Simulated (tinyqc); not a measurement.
# Bandgap voltage reference from two bipolar transistors, step by step

Numbers from tinyqc (`OMP_NUM_THREADS=1 python tinyqc.py 2062010 2062011 out.jsonl`; about 0.03 s on one thread of a shared Intel Xeon 2.30GHz). Printed values are rounded.

Two transistors of area 1 and N carry the same current I. Is(T) = Is (T/T0)^eta exp[(Vg0 q/kB)(1/T0 - 1/T)], VBE1 = Vt ln(I/Is(T)) + I rb, VBE2 = Vt ln(I/(N Is(T))) + I rb/N. The amplifier forces I R1(T) = VBE1 - VBE2 + Vos, with R(T) = R (1 + tc (T - T0)) for both resistors, and the output is Vref = VBE1 + I R2(T). Base currents and the Early effect are neglected.

Values chosen for this exercise; values of the order met in silicon bipolar transistors:
```
symbol    value   unit                                                   meaning
T0          298      K                                     reference temperature
Vg0       1.173      V                      band-gap voltage extrapolated to 0 K
eta         3.9                   temperature exponent of the saturation current
Is      5.8e-18      A           saturation current of the unit transistor at T0
N             8                              area ratio of the second transistor
R1           14   kohm  resistor across which the difference of VBE falls, at T0
tc            0  ppm/K                 temperature coefficient of both resistors
Vos           0     mV                                   offset of the amplifier
rb           34    ohm                  series resistance of the unit transistor
R2        136.3   kohm                                     output resistor at T0
T           398      K                                               temperature
```

Constants: q = 1.602176634e-19 C, kB = 1.380649e-23 J/K. Results are converted to the units shown.

## Operating point at the reference temperature

Vt = kB T/q; I = (Vt ln N + Vos)/(R1(T) - rb (1 - 1/N)). Evaluate at T = T0.

Vt = 0.0256797 V
I = 3.82236 uA
Is(T) = 5.8e-18 A
VBE1 = 0.698977 V
I R2 = 0.520988 V
Vref = 1.21996 V

## Operating point at another temperature

Vt = kB T/q; I = (Vt ln N + Vos)/(R1(T) - rb (1 - 1/N)).

Vt = 0.0342970 V
I = 5.10503 uA
Is(T) = 1.72940e-12 A
VBE1 = 0.511129 V
I R2 = 0.695816 V
Vref = 1.20694 V

From T0 to T, VBE1 changes by -188 mV and I R2 by 175 mV, which leaves -13.0 mV in Vref.

## Resistor for zero slope at T0, ideal case

With tc = 0, Vos = 0 and rb = 0 the current is proportional to T, dVBE/dT = (VBE - Vg0 - (eta - 1) Vt)/T, and Vref has zero slope at T0 when Vref = Vg0 + (eta - 1) Vt0. Find VBE1, its slope, that Vref, R2/R1 and the curvature d2Vref/dT2 = -(eta - 1) kB/(q T0).

VBE1 = 0.698792 V
dVBE/dT = -1.84120 mV/K
Vref = 1.24747 V
R2/R1 = 10.2750
curvature = -0.838600 uV/K^2
